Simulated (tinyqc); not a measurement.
Gain for each load and current direction: deformation-potential model of the L valleys of a conduction band.

Valleys with axes along [111], [1-1-1], [-11-1] and [-1-11], one whole valley each. Herring-Vogt shift of a valley with unit axis a: dE = Xd tr(e) + Xu a.e.a. Non-degenerate shares n_i = exp(-dE_i/kT)/sum_j exp(-dE_j/kT). Inverse mass tensor of a valley: (1 - a a)/mt + a a/ml; the masses are taken as independent of strain.

s11 = (C11 + C12)/((C11 - C12)(C11 + 2 C12)), s12 = -C12/((C11 - C12)(C11 + 2 C12)), s44 = 1/C44; exx = s11 sxx + s12 (syy + szz) and cyclic, exy = s44 sxy/2; tension is positive. A uniaxial stress X along the unit vector n is s_ij = X n_i n_j.

Constants: kB = 8.617333262e-05 eV/K.

Parameters, chosen for this exercise (near those of Ge; shifted at random, so the results belong to these values and not to a real crystal):

| symbol | value | unit | meaning |
|---|---|---|---|
| ml | 1.642 | m0 | longitudinal mass |
| mt | 0.08 | m0 | transverse mass |
| Xd | -6.13 | eV | dilation potential |
| Xu | 15.78 | eV | uniaxial potential |
| C11 | 129.1 | GPa |  |
| C12 | 48.3 | GPa |  |
| C44 | 66.4 | GPa |  |
| X1 | 0.9 | GPa | size of the stress |
| T | 300 | K | temperature |

Each load has the size X1. Gain m_c(0)/m_c - 1 in per cent from repopulation alone, m_c = 1/(u.M.u), M = sum_i n_i (inverse mass tensor); biaxial means sxx = syy.

Gain (%); + is tension, - compression:

| load | [100] | [010] | [001] | [110] | [1-10] | [111] |
|---|---|---|---|---|---|---|
| uniaxial [110] (+) | 0.0 | 0.0 | 0.0 | 40.9 | -40.9 | 27.3 |
| uniaxial [110] (-) | 0.0 | 0.0 | 0.0 | -40.9 | 40.9 | -27.3 |
| uniaxial [100] (+) | 0.0 | 0.0 | 0.0 | 0.0 | 0.0 | 0.0 |
| uniaxial [100] (-) | 0.0 | 0.0 | 0.0 | 0.0 | 0.0 | 0.0 |
| uniaxial [111] (+) | 0.0 | 0.0 | 0.0 | 15.0 | -15.0 | 29.9 |
| uniaxial [111] (-) | 0.0 | 0.0 | 0.0 | -42.1 | 42.1 | -84.1 |
| biaxial (001) (+) | 0.0 | 0.0 | 0.0 | 0.0 | 0.0 | 0.0 |
| biaxial (001) (-) | 0.0 | 0.0 | 0.0 | 0.0 | 0.0 | 0.0 |

What can be read from this table?

The largest gain is +42.1 %, for uniaxial [111] (-) with the current along [1-10]; for a [110] channel it is +40.9 %, under uniaxial [110] (+). No gain or loss appears under biaxial (001) and uniaxial [100]: the valleys stay equivalent.

tinyqc: `OMP_NUM_THREADS=1 python tinyqc.py 1051504 1051505 out.jsonl`; about 0.04 s, one thread, shared Intel(R) Xeon(R) Processor @ 2.30GHz.
